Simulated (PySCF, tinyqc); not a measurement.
Starting guesses with DIIS over 6 matrices: SCF starting guesses in the sto-3g basis, for H4, spin multiplicity 1. Computed by the program tinyqc with PySCF. RHF with one setting changed at a time; a run stops when the energy changes by less than 1e-09 hartree and the error matrix is below 1e-5. Starts: the lowest orbitals of the core Hamiltonian, of the Wolfsberg-Helmholz matrix (K = 1.75), projected atomic densities, random orbitals, and the highest orbitals of the core Hamiltonian (a deliberately bad start).

Geometry (angstrom):
```
atom       x       y       z
H     0.0000  0.0000  0.0000
H     0.0000  0.0000  1.3010
H     0.0000  0.0000  2.3730
H     0.0000  0.0000  3.6740
```

lowest restricted solution found by these runs and by PySCF = -1.945477 hartree

Largest element of the error matrix X^T (FDS - SDF) X:
```
iteration     core  Wolfsberg-Helmholz  atomic densities   random  highest core orbitals
1          4.6e-01             1.4e-01           3.0e-02  4.6e-01                6.9e-02
2          8.3e-02             3.5e-02           4.4e-02  1.5e-01                2.4e-15
3          2.8e-03             1.4e-02           3.6e-02  3.9e-02                5.4e-13
4          7.7e-04             3.5e-04           1.2e-02  1.0e-02                      -
5          4.5e-04             8.3e-05           8.6e-05  2.8e-03                      -
6          3.2e-04             4.7e-05           2.3e-05  1.8e-04                      -
8          8.3e-07             6.5e-07           1.3e-05  7.8e-08                      -
```

How each run ends:
```
run                    iterations  E (hartree)         state
core                            9     -1.94548  lowest found
Wolfsberg-Helmholz              9     -1.94548  lowest found
atomic densities                9     -1.94548  lowest found
random                          8     -1.94548  lowest found
highest core orbitals           3     -1.51023        higher
```

What does the comparison show, and why?

4 of 5 runs reach the lowest restricted solution found, in 8 to 9 iterations (fastest: random). Ending on a higher stationary point: highest core orbitals; a small error matrix cannot reveal that, and an occupation fixed by the start is kept by symmetry or by the shape of the basin. The first errors are 5e-01, 1e-01, 3e-02, 5e-01, 7e-02. The restricted reference is unstable here: a spin-polarised solution lies 0.0590 hartree lower (PySCF), so results built on it describe a poor reference.
